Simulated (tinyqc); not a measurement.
Surface potential of a MOS transistor: implicit equation and explicit approximations: one step of the calculation.

p-type body, charge-sheet picture, depletion and inversion only, full ionisation (an idealisation for deep acceptors), Boltzmann statistics (rough once Na exp(x - xn) passes about Nc/7). In units of Vt: xg = (Vg - Vfb)/Vt, x = psi/Vt, G = gamma/sqrt(Vt), xn = (2 phiF + Vc)/Vt. The implicit equation is (xg - x)^2 = G^2 [x - 1 + exp(x - xn)] for x above about 3. Cox = eps0 eox/tox.

Question. New x. D = exp(x - xn), f = (xg - x)^2 - G^2 (x - 1 + D), f' = -2 (xg - x) - G^2 (1 + D), x(new) = x - f/f'.

x at the start = 186.85000
G = 1.2413749
xn = 165.93308
xg = 203.77534

Wanted: D; f; f'; x after iteration 1.

Answer.

D = 1.2137e9
f = -1.8703e9
f' = -1.8703e9
x after iteration 1 = 185.85

Computed by the program tinyqc: `OMP_NUM_THREADS=1 python tinyqc.py 2122165 2122166 out.jsonl`, one thread of a shared Intel Xeon 2.30GHz, about 0.01 s for the whole run.
